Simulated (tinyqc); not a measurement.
## Density and mobility of a removed layer (differential Hall)

Problem. For layers in parallel the sheet conductance g = 1/Rs and the product g mu_H (mu_H signed, unit Hall factors) are additive. Find the sheet density and mobility of the layer that was removed, and its share of the conductance.

Constants: q = 1.602176634e-19 C. Results are converted to the units shown.

Rs before and after removing the top layer (ohm/square): [5.5827451, 6.2477568]
apparent mobility before and after, signed (cm^2/(V s)): [2420.0626, 2700]

Answer. The differences give g1 = q n mu and g1 mu = q n mu^2; their ratio is mu and g1^2/(q g1 mu) is n.

sheet density = 1.700e15 cm^-2
mobility = 70.00 cm^2/(V s)
share of the conductance = 10.64 %

Program tinyqc, `OMP_NUM_THREADS=1 python tinyqc.py 2850119 2850120 out.jsonl`; Intel Xeon 2.30GHz, shared host, one thread, about 0.01 s.
